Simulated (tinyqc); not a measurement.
# Shallow acceptor in the spherical model (Baldereschi-Lipari), strong spin-orbit limit, step by step

A worked calculation. Computed by tinyqc, a small Python program that keeps every step. Command: `OMP_NUM_THREADS=1 python tinyqc.py 3020818 3020819 out.jsonl acceptor walk`. One thread of a shared host (Intel(R) Xeon(R) Processor @ 2.30GHz), about 0.01 s of CPU time with the checks. Intermediate numbers are printed to about 7 digits and carried at full precision; extremes and crossings named in words are read from the listed rows.

The 1S(3/2) state has an s envelope f(r) and a d envelope g(r). In effective units they obey -(f'' + 2f'/r + 2f/r) + mu (g'' + 5g'/r + 3g/r^2) = E f and -(g'' + 2g'/r - 6g/r^2 + 2g/r) + mu (f'' - f'/r) = E g. The cubic term, the split-off band and the central cell are left out.

Inputs (values chosen for the exercise, modelled on germanium):
```
quantity                  value  unit
Luttinger gamma_1          13.4     -
Luttinger gamma_2           4.3     -
Luttinger gamma_3          5.75     -
dielectric constant eps    15.7     -
functions per channel n       2     -
smallest exponent zeta_1      1  1/a*
ratio beta of exponents     2.4     -
```

Constants: Ry = 13.605693123 eV; a_0 = 0.529177210903 angstrom.

## Effective units and couplings

Ry* = Ry/(gamma_1 eps^2), a* = a_0 eps gamma_1, mu = (6 gamma_3 + 4 gamma_2)/(5 gamma_1), delta = (gamma_3 - gamma_2)/gamma_1; spherical masses 1/(gamma_1 (1 - mu)) (heavy) and 1/(gamma_1 (1 + mu)) (light).

Ry* = 4.119235 meV

a* = 111.3283 angstrom

mu = 0.7716418

delta = 0.1082090

heavy-hole mass = 0.3267974 m_0

light-hole mass = 0.04212300 m_0

## Matrices in a small basis

zeta_i = zeta_1 beta^(i-1), i = 1..n, in both channels. Basis: f_i = exp(-zeta_i r), g_i = r exp(-zeta_i r), weight r^2 dr, s = zeta_i + zeta_j. S_ff = 2/s^3, H_ff = zeta_i zeta_j S_ff - 2/s^2; S_gg = 24/s^5, H_gg = 8/s^3 + 24 zeta_i zeta_j/s^5 - 12/s^4; H(f_i, g_j) = mu (6 zeta_i^2/s^4 + 2 zeta_i/s^3); S_fg = 0. Each function is normalised by sqrt(S_ii).

H (Ry*), lower triangle (symmetric):
```
            f1        f2        g1     g2
f1          -1
f2  -0.7567808      0.96
g1    1.113769  2.522687  1.333333
g2    1.523132  6.415309  2.861626  11.04
```

S, lower triangle (symmetric):
```
          f1        f2        g1        g2
f1  1.000000
f2  0.756781  1.000000
g1  0.000000  0.000000  1.000000
g2  0.000000  0.000000  0.628468  1.000000
```

## Lowest level in the small basis

H c = E S c with c^T S c = 1 and the largest component positive; the d weight is the part of the norm in g.

E = -2.241017 Ry*

coefficients: f1 -0.0754193, f2 0.9186615, g1 -0.1706068, g2 -0.3802515

d weight = 0.2552398

## Converged levels

Large basis: zeta_i = 0.08 x 1.55^(i-1), i = 1..20 in each channel; overlap eigenvalues below 1e-11 are dropped. Binding energies are -E Ry*; the mass that fits is E(1S) eps^2/Ry.

1S(3/2) binding in Ry* = 2.309673

1S(3/2) binding energy = 9.514088 meV

2S(3/2) binding energy = 2.831693 meV

d weight of 1S(3/2) = 0.2755817

Hydrogenic mass that fits = 0.1723637 m_0

The small basis recovers 97.0 % of the binding. The ratio 2S/1S is 0.298 against the hydrogenic 0.25. The fitted mass is 53 % of the heavy-hole mass.

## One mass for the acceptor?

Hydrogenic binding Ry m/eps^2; the density-of-states mass is (m_H^(3/2) + m_L^(3/2))^(2/3); errors are against the large basis.

1S binding energy:
```
mass                     value (m_0)  binding (meV)  error (%)
light hole                 0.0421230        2.32509  -75.56156
1/gamma_1                  0.0746269        4.11923  -56.70384
mean of heavy and light    0.1844602       10.18179    7.01801
heavy hole                 0.3267974       18.03848   89.59758
density of states          0.3368032       18.59078   95.40266
```

The coupled result, 9.51 meV, lies between the 1/gamma_1 value (no coupling) and the heavy-hole value; the closest single rule here is "mean of heavy and light", off by +7.0 %.

## Binding against mu

The formulas are those given above.

1S(3/2):
```
mu    binding (Ry*)   d weight  binding x (1 - mu)
0.10       1.009075  0.0042365           0.9081674
0.23       1.050156  0.0225552           0.8086200
0.46       1.240509  0.0923911           0.6698751
0.50       1.298539  0.1097889           0.6492697
0.77       2.296078  0.2743023           0.5280978
0.80       2.580198  0.2982800           0.5160396
0.90       4.768333  0.3881797           0.4768333
0.95       9.144654  0.4400163           0.4572327
```

The binding grows from 1.009 to 9.14 Ry*, slowly at first (second order in mu), while the d weight rises to 0.44. The last column, the binding in units of the heavy-hole Rydberg, falls to 0.457, towards about 0.44 as mu tends to 1.

Checks made by the program: mu = 0 against hydrogen, 1 and 1/4 (relative difference 4e-06); the coupling element from the adjoint operator (relative difference below 1e-10).
